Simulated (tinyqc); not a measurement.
Worked calculation: plane-wave Kohn-Sham cycle with exchange-only LDA in a layered model solid. One step of it, computed by the program tinyqc.

Task: Iteration 2: Hamiltonian at one k. H(m,m') = (k + G_m)^2/2 delta + V(G_m - G_m'), with V(-G) = V(G).

A solid whose potential varies along x alone (atomic units):

| parameter | value |
|---|---|
| period a | 5.400000 |
| cross-section of the cell | 23.000000 |
| electrons per cell | 2 |
| grid points | 16 |
| plane waves -n..n, n | 2 |
| k points | 3 |
| V1 in V1 cos(2 pi x/a) | -0.470000 |
| V2 in V2 cos(4 pi x/a) | 0.190000 |

V(G_m), m = 0, 1, 2, ... (hartree): -0.247381  -0.224905  0.094885  0.000189  -0.000015

k = 0.000000 2 pi / a

Give: H.

Result:

H (hartree), lower triangle:
```
         -2       -1       +0       +1      +2
-2   2.4603
-1  -0.2249   0.4295
+0   0.0949  -0.2249  -0.2474
+1   0.0002   0.0949  -0.2249   0.4295
+2   0.0000   0.0002   0.0949  -0.2249  2.4603
```
